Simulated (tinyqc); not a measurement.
## Amplitude against the length of the filling pulse

In DLTS the amplitude of the capacitance transient follows the share of traps filled by the pulse. In the neutral layer an empty trap fills as 1 - exp(-tp/tc), tc = 1/(sn vth(T) Nd), vth(T) = vth (T/300 K)^0.5; emission during the pulse and slow capture at the depletion edge are neglected.

Parameters, values chosen for the exercise:
```
symbol    value   unit                       meaning
vth       2.3e7   cm/s     thermal velocity at 300 K
Nd       5.7e15  cm^-3         shallow donor density
sn      4.2e-17   cm^2         capture cross-section
T           163      K  temperature of the transient
```

Result of one run:
```
tp (s),tp/tc,amplitude over its full value,ln(1 - that)
1.3e-8,0.05276,0.05140,-0.05276
```

What becomes of these results when the pulse length tp is changed from 1.3e-8 to 4.3e-7 s, all else the same?

Result of the changed run:
```
tp (s),tp/tc,amplitude over its full value,ln(1 - that)
4.3e-7,1.745,0.8254,-1.745
```

The whole series:
```
tp (s),tp/tc,amplitude over its full value,ln(1 - that)
1.3e-8,0.05276,0.05140,-0.05276
2.3e-8,0.09335,0.08913,-0.09335
4.1e-8,0.1664,0.1533,-0.1664
7.4e-8,0.3003,0.2594,-0.3003
1.3e-7,0.5276,0.4100,-0.5276
2.4e-7,0.9741,0.6225,-0.9741
4.3e-7,1.745,0.8254,-1.745
7.8e-7,3.166,0.9578,-3.166
1.4e-6,5.682,0.9966,-5.682
```

The amplitude rises from 0.0514 to 0.997 of its full value. The last column is linear in tp with slope -1/tc, tc = 2.46e-7 s, which gives the cross-section from Nd and vth, independently of the Arrhenius intercept; 99 % filling needs 1.13e-6 s.

Numbers from tinyqc (`OMP_NUM_THREADS=1 python tinyqc.py 2050039 2050040 out.jsonl`; about 0.01 s on one thread of a shared Intel Xeon 2.30GHz).
